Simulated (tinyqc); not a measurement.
Inside a calculation: Gamma, L and X subbands of a thin body with non-parabolic valleys. Values are carried at full precision from step to step, so a last printed digit may differ when a step is redone from the rounded ones.

Hard walls, flat band, c = hbar^2/2m0, energies from the bulk Gamma edge. For a valley at angle theta to the normal 1/m_z = cos^2/ml + sin^2/mt and m_d = sqrt(ml mt^2/m_z). Subband n starts at E_v + e with e (1 + a e) = c (n pi/t)^2/m_z, and its density-of-states mass is taken as m_d (1 + 2 a e), without further growth at higher in-plane energy. Groups are named by valley and degeneracy.

Constants: hbar^2/2m0 = 3.80998211 eV angstrom^2; kB = 8.617333262e-05 eV/K.

Values chosen for the exercise (near those of a thin GaSb channel; the results hold for these values, not for the real material):
```
symbol  value           unit         meaning
face    110                          surface
mG      0.0385          m0           Gamma mass
aG      1.16            1/eV         Gamma non-parabolicity
EL      0.091           eV           L edge above Gamma
mL      (1.298, 0.097)  m0           L valleys (four, along <111>): ml, mt
EX      0.336           eV           X edge above Gamma
mX      (1.553, 0.223)  m0           X valleys (three, along <100>): ml, mt
aS      0.58            1/eV         non-parabolicity of L and X
t       52              angstrom     body thickness
Ns      6.2             x 1e12/cm^2  sheet density
T       300             K            temperature
eot     7               angstrom     equivalent oxide thickness
```

## Valley groups

List degeneracy, edge, m_z, m_d and a.

Groups:
```
group  g  E_v (eV)     m_z     m_d  a (1/eV)
G1     1     0.000  0.0385  0.0385      1.16
L2     2     0.091  0.2532  0.2196      0.58
L2'    2     0.091  0.0970  0.3548      0.58
X2     2     0.336  0.3900  0.4450      0.58
X1     1     0.336  0.2230  0.5885      0.58
```

## Subband edges

n = 1 to 8 for each group; list the ten lowest.

Subbands:
```
subband  g  E (eV)  DOS mass
L2 n=1   2  0.1443    0.2332
L2' n=1  2  0.2241    0.4096
G1 n=1   1  0.2741    0.0630
L2 n=2   2  0.2882    0.2699
X2 n=1   2  0.3709    0.4630
X1 n=1   1  0.3963    0.6296
X2 n=2   2  0.4685    0.5134
L2 n=3   2  0.4921    0.3218
L2' n=2  2  0.5449    0.5417
X1 n=2   1  0.5571    0.7394
```

The lowest subband is L2 n=1, 80 meV below L2' n=1; in the bulk the lowest valley is Gamma.

## Filling and quantum capacitance

n_i = g m/(2 pi c) kB T ln(1 + exp((EF - E_i)/kB T)), sum n_i = Ns (1e12/cm^2 = 1e-4/angstrom^2), c = hbar^2/2m0. Quantum capacitance Cq = 1602.176634 sum g m/(2 pi c) f_i in microfarad/cm^2 with f_i = 1/(1 + exp((E_i - EF)/kB T)); Cox = 34.5313/eot (one gate); C/Cox = Cq/(Cq + Cox), the centroid term left out.

Over the ten listed subbands, named by valley (G, L, X), degeneracy and number.

EF = 0.1612 eV

n_i in the order of the list (1e12/cm^2): [5.401, 0.744, 0.009, 0.043, 0.003, 0.001, 0.000, 0.000, 0.000, 0.000]

Cq = 25.30 microfarad/cm^2
Cox = 4.933 microfarad/cm^2
C/Cox = 0.837

EF lies 17 meV above the lowest edge; Gamma holds 0 % of the electrons. The density of states is ample: only 16 % of the gate capacitance is lost.

## Checks

- Cq against the slope dNs/dEF by finite differences, microfarad/cm^2: both 25.30.

Run: tinyqc, `OMP_NUM_THREADS=1 python tinyqc.py 1250116 1250117 out.jsonl`; Intel(R) Xeon(R) Processor @ 2.30GHz, one thread, shared host; about 0.03 s of CPU time with all checks.
